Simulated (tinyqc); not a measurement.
# Junction parameters from two forward currents

Problem. D(v) = J1 (exp(v/Vt) - 1) + J2 (exp(v/(2 Vt)) - 1). Find J1, J2 and the voltage 2 Vt ln(J2/J1) near which both parts are equal.

Values chosen for this exercise:
```
symbol,value,unit,meaning
T,330,K,temperature
```

Constants: q = 1.602176634e-19 C, kB = 1.380649e-23 J/K, Vt = kB T/q. Results are converted to the units shown.

junction voltages (V): [0.3, 0.69]
currents (uA/um): [1.4816216e-5, 0.055505021]

Answer. The current is linear in J1 and J2, so two points give two equations.

J1 = 1.200e-12 uA/um
J2 = 7.600e-8 uA/um
crossover = 0.6288 V

tinyqc, about 0.2 s, one thread, Intel Xeon 2.30GHz (shared host): `OMP_NUM_THREADS=1 python tinyqc.py 2182076 2182077 out.jsonl`
